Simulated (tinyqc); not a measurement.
# Resistance of a tapered via with liner, size effect and interface: effects of single changes

A round via whose diameter grows from db at the bottom as D(z) = db + 2 z/tan(ang). The fill, of diameter D - 2 tl, starts above the bottom liner (thickness fb tl) and has rho = rho0 (1 + ks lam/(D - 2 tl)); the sidewall liner conducts in parallel with it. The bottom liner and the interface are crossed over the full area pi db^2/4. Spreading in the lines above and below is left out.

Values chosen for this exercise; fill metal close to ruthenium: diameter at the bottom db = 12 nm; height hv = 27 nm; sidewall angle ang = 88 degrees; bulk resistivity of the fill rho0 = 7.84 uohm cm; mean free path of the fill lam = 6.55 nm; size-effect factor ks = 1.2; liner on the sidewall tl = 0.6 nm; liner at the bottom over that on the sidewall fb = 0.5; resistivity of the liner rl = 280 uohm cm; interface resistivity at the bottom ri = 2e-12 ohm cm^2; ballistic conductance per area, about 3/(4 rho0 lam) Sb = 1.5e15 S/m^2; bulk resistivity of the second fill (close to molybdenum) rho2 = 5.36 uohm cm; its mean free path lam2 = 11.3 nm; its liner tl2 = 0.4 nm.

Each table varies one quantity; the others keep the values above.

## Via resistance against the diameter at the bottom

Slices between z0 = fb tl and hv, evaluated at their midpoints: conductance per length pi/4 [(D - 2 tl)^2/rho + (D^2 - (D - 2 tl)^2)/rl], slice resistance = slice height over that. 2000 slices. R_fill = sum of the slices; R_bottom = rl fb tl/(pi db^2/4); R_interface = ri/(pi db^2/4); ballistic (Sharvin) limit 1/(Sb pi (db - 2 tl)^2/4); ideal cylinder rho0 hv/(pi db^2/4).

Via resistance against the diameter at the bottom:
```
db (nm)	R_fill (ohm)	R_bottom (ohm)	R_interface (ohm)	R (ohm)	ballistic limit (ohm)	R over ideal cylinder	largest part
6	192.48	29.709	7.0736	229.26	36.841	3.0622	fill
8.3	81.377	15.525	3.6964	100.60	16.838	2.5713	fill
11	39.865	8.8390	2.1045	50.809	8.8383	2.2811	fill
16	16.066	4.1778	0.99472	21.239	3.8752	2.0174	fill
22	7.6521	2.2098	0.52613	10.388	1.9620	1.8655	fill
30	3.7995	1.1884	0.28294	5.2708	1.0234	1.7601	fill
42	1.8141	0.60630	0.14436	2.5648	0.50992	1.6787	fill
58	0.90687	0.31793	0.075698	1.3005	0.26310	1.6232	fill
80	0.45996	0.16711	0.039789	0.66686	0.13670	1.5835	fill
```

What does the table show?

R falls from 229 to 0.667 ohm. The fill is the largest part at db = 6 and in all other rows. R goes as db^(-2.54) between the first two rows and db^(-2.08) between the last two; area alone gives -2.

## Via resistance against the interface resistivity at the bottom

Same model as above.

2000 slices.

The same in every row: R_fill (ohm) = 32.16; R_bottom (ohm) = 7.427; ballistic limit (ohm) = 7.277.

Results:
```
ri (ohm cm^2)	R_interface (ohm)	R (ohm)	R over ideal cylinder	largest part
2e-13	0.1768	39.76	2.124	fill
5e-13	0.4421	40.03	2.139	fill
1e-12	0.8842	40.47	2.162	fill
2e-12	1.768	41.35	2.209	fill
1e-11	8.842	48.43	2.587	fill
3e-11	26.53	66.11	3.532	fill
```

Estimate the missing row, ri = 6e-12 ohm cm^2.

Computed row:
```
ri (ohm cm^2)	R_interface (ohm)	R (ohm)	R over ideal cylinder	largest part
6e-12	5.305	44.89	2.398	fill
```

With this row back in the table: R rises from 39.8 to 66.1 ohm. The fill is the largest part at ri = 2e-13 and in all other rows. The share of the two bottom terms goes from 19.1 to 51.4 %.

## Two fill metals against the diameter

2000 slices. R_fill = sum of the slices; R_bottom = rl fb tl/(pi db^2/4); R_interface = ri/(pi db^2/4). The second fill has rho2, lam2 and tl2 in place of rho0, lam and tl.

Two fill metals against the diameter:
```
db (nm)	R, first fill (ohm)	R, second fill (ohm)	ratio second/first
6	229.26	185.28	0.80818
8.5	94.854	76.744	0.80908
12	41.352	33.031	0.79877
17	18.505	14.495	0.78332
24	8.5736	6.5770	0.76712
35	3.7825	2.8407	0.75101
49	1.8520	1.3687	0.73901
70	0.87921	0.64085	0.72890
100	0.42118	0.30376	0.72120
```

The ratio goes from 0.808 to 0.721. The second fill gives the lower R in every row.

tinyqc, about 0.01 s, one thread, Intel Xeon 2.30GHz (shared host): `OMP_NUM_THREADS=1 python tinyqc.py 2750026 2750027 out.jsonl`
